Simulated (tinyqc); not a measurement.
Inside a calculation. Method: power iteration on a symmetric matrix. Computed by tinyqc, a small Python program that keeps every step. Settings: method = power, shift = -0.41. Command: `OMP_NUM_THREADS=1 python tinyqc.py 31649 31650 out.jsonl` (the two numbers bound the seeds that draw the settings). One thread of a shared host (Intel(R) Xeon(R) Processor @ 2.60GHz), about 0.01 s of CPU time with the checks.

A:
```
           1          2          3          4
1   0.070000  -0.235000  -0.331000  -0.467000
2  -0.235000   0.317000  -0.071000   0.673000
3  -0.331000  -0.071000   0.483000  -0.281000
4  -0.467000   0.673000  -0.281000   0.517000
```

Stop when the residual |A v - lambda v| is below 1e-9.

Steps:

| step | lambda | residual |
|---|---|---|
| 1 | 1.19688080 | 3.59e-01 |
| 2 | 1.30009781 | 1.33e-01 |
| 3 | 1.31637381 | 7.88e-02 |
| 4 | 1.32220308 | 4.92e-02 |
| 5 | 1.32446889 | 3.07e-02 |
| 6 | 1.32534888 | 1.91e-02 |
| 7 | 1.32568979 | 1.19e-02 |
| 8 | 1.32582171 | 7.39e-03 |
| 9 | 1.32587274 | 4.60e-03 |
| 10 | 1.32589248 | 2.86e-03 |
| 11 | 1.32590011 | 1.78e-03 |
| 12 | 1.32590306 | 1.11e-03 |
| 13 | 1.32590420 | 6.87e-04 |
| 14 | 1.32590464 | 4.27e-04 |
| 15 | 1.32590481 | 2.66e-04 |
| 16 | 1.32590488 | 1.65e-04 |
| 17 | 1.32590491 | 1.03e-04 |
| 18 | 1.32590491 | 6.39e-05 |
| 19 | 1.32590492 | 3.97e-05 |
| 20 | 1.32590492 | 2.47e-05 |
| 21 | 1.32590492 | 1.54e-05 |
| 22 | 1.32590492 | 9.56e-06 |
| 23 | 1.32590492 | 5.94e-06 |
| 24 | 1.32590492 | 3.70e-06 |
| 25 | 1.32590492 | 2.30e-06 |
| 26 | 1.32590492 | 1.43e-06 |
| 27 | 1.32590492 | 8.89e-07 |
| 28 | 1.32590492 | 5.53e-07 |
| 29 | 1.32590492 | 3.44e-07 |
| 30 | 1.32590492 | 2.14e-07 |

Can the last value be used, and what does the course show?

Not by the stop rule, although the second column moves by less than 1e-07 over the last three steps. Not converged in 30 steps: the residual falls only by the ratio of the two largest distances of eigenvalues from the shift, 0.62 a step. all eigenvalues, for comparison: -0.468973  -0.139400  0.669468  1.325905.
